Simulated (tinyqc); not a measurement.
Ion implantation: universal nuclear stopping, Lindhard-Scharff electronic stopping and a Gaussian range profile: one step, computed by the program tinyqc.

An ion slows by elastic collisions with screened nuclei and by friction with electrons; channelling is ignored and the target is uniform.

Problem. Range and straggle. Reduced energy eps = 32.53 M2 E/(Z1 Z2 (M1 + M2)(Z1^0.23 + Z2^0.23)), E in keV; s_n = ln(1 + 1.1383 eps)/(2 (eps + 0.01321 eps^0.21226 + 0.19593 eps^0.5)) for eps up to 30 and ln(eps)/(2 eps) above; S_n = 8.462 Z1 Z2 M1 s_n/((M1 + M2)(Z1^0.23 + Z2^0.23)) in 1e-15 eV cm^2. S_e = k 3.83 Z1^(7/6) Z2/(Z1^(2/3) + Z2^(2/3))^(3/2) sqrt(E/M1) in 1e-15 eV cm^2, E in keV. Path length R = int_0^E dE'/(N (S_n + S_e)); energy lost to nuclei nu = int_0^E S_n/(S_n + S_e) dE' (both with E' = E y^3 and 64 Gauss-Legendre points in y). Estimates of Lindhard type: R_p = R/(1 + M2/(3 M1)), straggle dR_p = (2/3) R_p sqrt(M1 M2)/(M1 + M2).

Inputs (values chosen for the exercise, modelled on germanium ions in aluminium):
```
quantity,value,unit
ion atomic number Z1,32,-
ion mass M1,74,u
target atomic number Z2,13,-
target mass M2,26.98,u
target density N,60.2,1/nm^3
ion energy E,85,keV
scale factor of electronic stopping k,1.4,-
```

Give: path length R; projected range R_p; straggle dR_p; energy lost to nuclei nu.

Solution.

path length R = 60.65 nm

projected range R_p = 54.08 nm

straggle dR_p = 15.95 nm

energy lost to nuclei nu = 70.18 keV

83 % of the energy goes to nuclei over the whole path.
